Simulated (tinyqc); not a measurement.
# Gated two-dimensional channel with two bands, quantum capacitance: effects of single changes

phi is the Fermi level above the lowest band edge, in volts; Vg is counted from the gate voltage at which an empty channel would have phi = 0. The channel has no thickness; trap charge is -q Dit phi.

Inputs (values chosen for the exercise); lowest band close to that of monolayer WSe2: temperature T = 300 K; relative permittivity of the gate insulator (close to silicon nitride) eox = 7.68; insulator thickness tox = 26 nm; in-plane mass md = 0.364 m0; valley degeneracy gv = 2; in-plane mass of a second band, chosen freely m2 = 0.47 m0; valley degeneracy of that band, chosen freely g2 = 2; second band edge above the first E2 = 0.31 eV; density of traps Dit = 0 cm^-2 eV^-1; gate voltage Vg = 0.55 V.

Constants: q = 1.602176634e-19 C, kB = 1.380649e-23 J/K, hbar = 1.054571817e-34 J s, m0 = 9.1093837015e-31 kg, Vt = kB T/q, eps0 = 8.8541878128e-14 F/cm where lengths are in cm. Results are converted to the units shown.

Each table varies one quantity; the others keep the values above.

## Effect of the gate voltage

D1 = gv md m0 q/(pi hbar^2), D2 = g2 m2 m0 q/(pi hbar^2) per eV; n1 = D1 Vt ln(1 + exp(phi/Vt)), n2 = D2 Vt ln(1 + exp((phi - E2)/Vt)), n = n1 + n2; Cq = q dn/dphi = q [D1/(1 + exp(-phi/Vt)) + D2/(1 + exp((E2 - phi)/Vt))]. Cox = eps0 eox/tox; Vg = phi + q (n + Dit phi)/Cox. 1/C_G = 1/Cox + 1/(Cq + q Dit); dphi/dVg = Cox/(Cox + Cq + q Dit).

The same in every row: Cox (uF/cm^2) = 0.26154.

Results:
```
Vg (V),phi (V),n (cm^-2),Cq (uF/cm^2),C_G (uF/cm^2),dphi/dVg,share of the second band (%)
-0.2,-0.20195,3.1830e9,0.019722,0.018339,0.92988,8.0041e-4
0,-0.099918,1.6311e11,1.0004,0.20734,0.20725,8.0860e-4
0.2,-0.073424,4.4634e11,2.6891,0.23836,0.088638,8.2340e-4
0.4,-0.059499,7.5008e11,4.4338,0.24697,0.055702,8.3966e-4
0.6,-0.050011,1.0611e12,6.1516,0.25087,0.040782,8.5676e-4
0.8,-0.042766,1.3757e12,7.8218,0.25308,0.032355,8.7453e-4
1.2,-0.031871,2.0109e12,10.996,0.25546,0.023232,9.1190e-4
1.4,-0.027511,2.3303e12,12.498,0.25618,0.020497,9.3148e-4
1.6,-0.023629,2.6504e12,13.944,0.25672,0.018411,9.5166e-4
```

Estimate the missing row, Vg = 1 V.

Computed row:
```
Vg (V),phi (V),n (cm^-2),Cq (uF/cm^2),C_G (uF/cm^2),dphi/dVg,share of the second band (%)
1,-0.036870,1.6926e12,9.4375,0.25449,0.026966,8.9291e-4
```

With this row back in the table: As Vg goes from -0.2 to 1.6, Cq rises from 0.0197 to 13.9 uF/cm^2, C_G/Cox rises from 0.0701 to 0.982 and n rises from 3.18e9 to 2.65e12 cm^-2. Cq is below Cox for Vg = -0.2; there the density of states limits the response dn/dVg more than the insulator does.

## Effect of the density of traps

Same model as above.

The same in every row: Cox (uF/cm^2) = 0.2615.

Effect of the density of traps:
```
Dit (cm^-2 eV^-1),phi (V),n (cm^-2),Cq (uF/cm^2),C_G (uF/cm^2),dphi/dVg,share of the second band (%)
0,-0.05212,9.829e11,5.726,0.2501,0.04368,8.524e-4
1e11,-0.05198,9.879e11,5.753,0.2502,0.04337,8.527e-4
3e11,-0.05171,9.977e11,5.807,0.2504,0.04276,8.532e-4
7e11,-0.05118,1.017e12,5.913,0.2507,0.04160,8.543e-4
2e12,-0.04958,1.078e12,6.243,0.2515,0.03832,8.577e-4
4e12,-0.04742,1.165e12,6.710,0.2526,0.03436,8.626e-4
1e13,-0.04244,1.392e12,7.904,0.2545,0.02678,8.754e-4
3e13,-0.03293,1.939e12,10.65,0.2572,0.01664,9.076e-4
```

As Dit goes from 0 to 3e13, Cq rises from 5.73 to 10.7 uF/cm^2, C_G/Cox rises from 0.956 to 0.983 and n rises from 9.83e11 to 1.94e12 cm^-2. Cq exceeds Cox in every row, so the insulator is the tighter limit, though Cq still cuts C_G by up to 4.4 %.

Program tinyqc, `OMP_NUM_THREADS=1 python tinyqc.py 2200127 2200128 out.jsonl`; Intel Xeon 2.30GHz, shared host, one thread, about 0.01 s.
